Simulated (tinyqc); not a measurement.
From results back to parameters: exciton in an atomically thin sheet (Rytova-Keldysh potential). Three cases, with inputs chosen for the exercise.

Problem. The spacing of the 1s and 2s lines was computed from a hidden kap.

Relative motion in the plane with V(k) = -2 pi q/(k (kap + r0 k)), q = e^2/(4 pi eps0), c = hbar^2/2m0. Normalised Gaussians exp(-a_i r^2): with A = a_i + a_j, S_ij = 2 sqrt(a_i a_j)/A, T_ij = (4c/mu)(a_i a_j/A) S_ij, V_ij = -q S_ij times the integral over k from 0 to infinity of exp(-k^2/4A)/(kap + r0 k).

Converged values use 20 Gaussians with exponents 2^i/b^2, i = -11 to 8, b the larger of a0 kap/(2 mu) and sqrt(a0 r0/mu), a0 = 0.5291772 angstrom; p states use r exp(i theta) exp(-a r^2).

Constants: hbar^2/2m0 = 3.80998211 eV angstrom^2; e^2/(4 pi eps0) = 14.39964547 eV angstrom.

Case 1.

Values chosen (out of a larger set: near those of a MoS2 monolayer; not measured data): r0 = 38.3 angstrom (screening length of the sheet).

mu = 0.23980 m0
2s - 1s = 222.70 meV

Case 2.

Values chosen (out of a larger set: near those of a MoS2 monolayer; not measured data): r0 = 43.1 angstrom (screening length of the sheet).

mu = 0.25373 m0
2s - 1s = 287.45 meV

Case 3.

Values chosen (out of a larger set: near those of a MoSe2 monolayer; not measured data): r0 = 56.1 angstrom (screening length of the sheet).

mu = 0.28719 m0
2s - 1s = 200.59 meV

Find: kap; 1s binding.

Solution. The spacing falls steadily as kap grows, so bisection on kap finds one value; the binding follows from the same solution.

Case 1.

kap = 2.45
1s binding = 326 meV

Case 2.

kap = 1.00
1s binding = 542 meV

Case 3.

kap = 1.70
1s binding = 345 meV

Computed by tinyqc, one run a case: `OMP_NUM_THREADS=1 python tinyqc.py N N+1 out.jsonl` with N = 1281453, 1281455, 1281540; one thread of a shared Intel(R) Xeon(R) Processor @ 2.30GHz, about 0.05 s a run at most.
